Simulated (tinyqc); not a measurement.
Raising D: domain walls in a thin film with perpendicular anisotropy: Bloch, Neel and chiral walls, motion and stripe domains. Computed by tinyqc, a small Python program. Command: `OMP_NUM_THREADS=1 python tinyqc.py 3027231 3027232 out.jsonl mwall walk`. One thread of a shared host (Intel(R) Xeon(R) Processor @ 2.30GHz), about 0.01 s of CPU time with the checks.

One-dimensional wall: polar angle theta(x), azimuth phi of the moment in the wall (phi = 0 Neel, 90 degrees Bloch). mu_0 = 1.25663706212e-6 T m/A, gamma = 1.76085963023e11 rad/(s T).

Inputs (values chosen for the exercise, for a model film):
```
quantity                      value    unit
saturation magnetisation M_s    638    kA/m
exchange stiffness A            9.5    pJ/m
uniaxial anisotropy K_u         941  kJ/m^3
DMI constant D                 0.15  mJ/m^2
thickness t                    0.61      nm
```

Method. K_eff = K_u - mu_0 M_s^2/2; Delta = sqrt(A/K_eff); sigma_0 = 4 sqrt(A K_eff); profile theta = 2 arctan exp(x/Delta); quality factor Q = 2 K_u/(mu_0 M_s^2). sigma(phi) = sigma_0 + 2 Delta K_D cos^2(phi) - pi D cos(phi), with the wall shape anisotropy K_D = N_x mu_0 M_s^2/2, N_x = t ln 2/(pi Delta). The minimum has cos(phi) = D/D_N for D < D_N = 4 Delta K_D/pi and phi = 0 beyond; sigma turns negative at D_c = (sigma_0 + 2 Delta K_D)/pi.

D_N = 0.0438265 mJ/m^2

D_c = 3.27051 mJ/m^2

width parameter Delta = 3.72339 nm

sigma_0 = 10.2058 mJ/m^2

Wall against D; the last column is the Kaplan-Gehring width, log10[0.955 t exp(pi sigma/(mu_0 M_s^2 t))/nm], with a dash where it falls below 10 Delta and the formula fails:
```
D (mJ/m^2)  phi (degrees)  sigma (mJ/m^2)  sigma/sigma_0  log10 domain width
0.0088             78.417          10.203        0.99973              44.380
0.0220             59.869          10.188        0.99830              44.317
0.0350             37.003          10.162        0.99570              44.200
0.6500              0.000           8.233        0.80666              35.764
1.3000              0.000           6.191        0.60657              26.835
2.0000              0.000           3.991        0.39109              17.219
2.6000              0.000           2.106        0.20640               8.976
2.9000              0.000           1.164        0.11405               4.855
```

D_N is 1 % of D_c, so a small D fixes the chirality long before it lowers the energy much. Beyond D_N sigma falls by pi per unit of D, and the domain width, which has sigma in an exponent, drops by 39.5 decades over the valid rows (values above 6 mean a single domain in any device).

Extremes, crossings and ranges named in words are read from the listed rows.
